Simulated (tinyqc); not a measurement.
# Inputs raised by 5 %, one at a time

Model: adsorption as a lattice gas: isotherms with interactions, competition, desorption peaks and saturation dose. Computed by tinyqc, a small Python program. Command: `OMP_NUM_THREADS=1 python tinyqc.py 3004551 3004552 out.jsonl adsorb sens`. One thread of a shared host (Intel(R) Xeon(R) Processor @ 2.30GHz), about 0.01 s of CPU time with the checks.

One adsorbate per site; a molecule needs 2 empty sites. Gas and surface have the same temperature.

Inputs (values chosen for the exercise, for a model surface):

| quantity | value | unit |
|---|---|---|
| desorption energy E | 2.27 | eV |
| prefactor nu | 1.9e+12 | 1/s |
| pair energy w (positive repels) | 0.031 | eV |
| neighbours z | 6 | - |
| site density N_s | 5.1 | 1/nm^2 |
| molecular mass M | 144 | u |
| sticking coefficient s0 | 0.024 | - |
| temperature T | 789 | K |
| pressure p | 0.0095 | Pa |
| blocking by a second gas, K_B p_B | 0.19 | - |
| aspect ratio a (depth over diameter) of a hole | 5 | - |

Adsorption: dissociative (second order).

Constants: u = 1.6605390666e-27 kg; k_B = 1.380649e-23 J/K; k_B = 8.617333262e-05 eV/K.

Method:
- Flux F = p/sqrt(2 pi M k_B T); k_d = nu exp(-E/(k_B T)); 2 s0 F (1 - theta)^2 = N_s k_d theta^2, so y = sqrt(2 s0 F/(N_s k_d)), theta = y/(1 + y). With a second gas on the same sites theta = y/(1 + y + K_B p_B).
- With u = w/(k_B T). Mean field: theta/(1 - theta) = y exp(-z u theta). Quasi-chemical: theta/(1 - theta) = y [(r - 1 + 2 theta)(1 - theta)/((r + 1 - 2 theta) theta)]^(-z/2) exp(-z u/2), r = sqrt(1 - 4 theta (1 - theta)(1 - exp(-u))).
- Without desorption or interaction, 99 % coverage needs the time 99 N_s/(2 s0 F). For a round hole of aspect ratio a in molecular flow with unit sticking (Gordon), the time is N_s/(2F) x [1 + (19/4) a + (3/2) a^2]. The larger of the two times is a rough guide.

Runs:

| input moved | from | to | coverage, quasi-chemical | y | time for the hole (s) | time on a flat surface (s) |
|---|---|---|---|---|---|---|
| base run | - | - | 0.6412 | 10.78 | 2.138 | 141.6 |
| desorption energy E (eV) | 2.27 | 2.3835 | 0.7504 | 24.84 | 2.138 | 141.6 |
| prefactor nu (1/s) | 1.9e+12 | 1.995e+12 | 0.6379 | 10.52 | 2.138 | 141.6 |
| pair energy w (positive repels) (eV) | 0.031 | 0.03255 | 0.6289 | 10.78 | 2.138 | 141.6 |
| site density N_s (1/nm^2) | 5.1 | 5.355 | 0.6379 | 10.52 | 2.245 | 148.7 |
| molecular mass M (u) | 144 | 151.2 | 0.6396 | 10.65 | 2.190 | 145.1 |
| pressure p (Pa) | 0.0095 | 0.009975 | 0.6446 | 11.05 | 2.036 | 134.9 |
| aspect ratio a (depth over diameter) of a hole | 5 | 5.25 | 0.6412 | 10.78 | 2.310 | 141.6 |

Exponents ln(y'/y) / ln(x'/x):

| input | coverage, quasi-chemical | y | time for the hole | time on a flat surface |
|---|---|---|---|---|
| desorption energy E | 3.221 | 17.107 | 0.000 | 0.0 |
| prefactor nu | -0.107 | -0.500 | 0.000 | 0.0 |
| pair energy w (positive repels) | -0.399 | 0.000 | 0.000 | 0.0 |
| site density N_s | -0.107 | -0.500 | 1.000 | 1.0 |
| molecular mass M | -0.053 | -0.250 | 0.500 | 0.5 |
| pressure p | 0.106 | 0.500 | -1.000 | -1.0 |
| aspect ratio a (depth over diameter) of a hole | 0.000 | 0.000 | 1.593 | 0.0 |

Which inputs matter most for each result?

Among the inputs moved here: coverage, quasi-chemical answers most in size to desorption energy E (exponent +3.221), next to pair energy w (positive repels) (-0.399); its exponent is below 0.0005 for aspect ratio a (depth over diameter) of a hole. y answers most in size to desorption energy E (exponent +17.107), next to prefactor nu (-0.500); its exponent is below 0.0005 for pair energy w (positive repels), aspect ratio a (depth over diameter) of a hole. Its exponent +0.500 in pressure p: dissociative adsorption. Time for the hole answers most in size to aspect ratio a (depth over diameter) of a hole (exponent +1.593), next to site density N_s (+1.000); its exponent is below 0.0005 for desorption energy E, prefactor nu, pair energy w (positive repels). Its exponent +0.500 in molecular mass M: flux goes as M^(-1/2). Time on a flat surface answers most in size to site density N_s (exponent +1.000), and about equally to pressure p (-1.000); its exponent is below 0.0005 for desorption energy E, prefactor nu, pair energy w (positive repels), aspect ratio a (depth over diameter) of a hole.

Caution (all rows): with k_d = nu exp(-E/(k_B T)) of these inputs desorption is not negligible over the time on a flat surface, so without interaction 99 % coverage is not reached.
